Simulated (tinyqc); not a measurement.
Threshold spread from leakage statistics.

Question. VT is Gaussian with standard deviation s and Ioff goes as exp(-VT/(n Vt)), so Ioff is log-normal: mean/median = exp(w^2/2) with w = s/(n Vt). Find w, s, the relative standard deviation sqrt(exp(w^2) - 1) and the share of devices that leak more than the mean, erfc(w/(2 sqrt(2)))/2.

Inputs (values chosen for the exercise):
```
symbol,value,unit,meaning
T,300,K,temperature
n,1.11,,subthreshold factor
```

Constants: q = 1.602176634e-19 C, kB = 1.380649e-23 J/K, Vt = kB T/q. Results are converted to the units shown.

mean/median of the off current = 1.0379726

Solution. w = sqrt(2 ln(mean/median)); the mean lies w/2 standard deviations out in ln Ioff.

w = 0.273
s = 7.83 mV
relative standard deviation = 0.278
share above the mean = 44.6 %

Computed by the program tinyqc: `OMP_NUM_THREADS=1 python tinyqc.py 2090061 2090062 out.jsonl`, one thread of a shared Intel Xeon 2.30GHz, about 0.01 s for the whole run.
